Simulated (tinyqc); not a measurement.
Thermal stress, cracking, delamination and buckling of a thin film; Griffith cracks and misfitting inclusions: one step, computed by the program tinyqc. Command: `OMP_NUM_THREADS=1 python tinyqc.py 3024114 3024115 out.jsonl filmcrack walk`. One thread of a shared host (Intel(R) Xeon(R) Processor @ 2.30GHz), about 0.01 s of CPU time with the checks.

Isotropic linear elasticity; the substrate is much thicker than the film; stress is positive in tension.

Task: Griffith crack in the substrate. Through crack of length 2a in plane strain: K_Ic = sqrt(2 gamma_s E_s/(1 - nu_s^2)); fracture stress = K_Ic/sqrt(pi a). An edge crack of depth a has K larger by 1.1215.

Inputs (values chosen for the exercise, modelled on an aluminium film on silicon): substrate Young's modulus E_s = 136 GPa; substrate Poisson ratio nu_s = 0.24; flaw half length a = 0.1 micrometre; substrate surface energy gamma_s = 1.3 J/m^2.

Give: toughness K_Ic; fracture stress, inner crack; fracture stress, edge crack.

Result:

toughness K_Ic = 0.6125 MPa m^0.5

fracture stress, inner crack = 1093 MPa

fracture stress, edge crack = 974.5 MPa

The inner crack lowers the strength to 8.0 % of the ideal E_s/10.
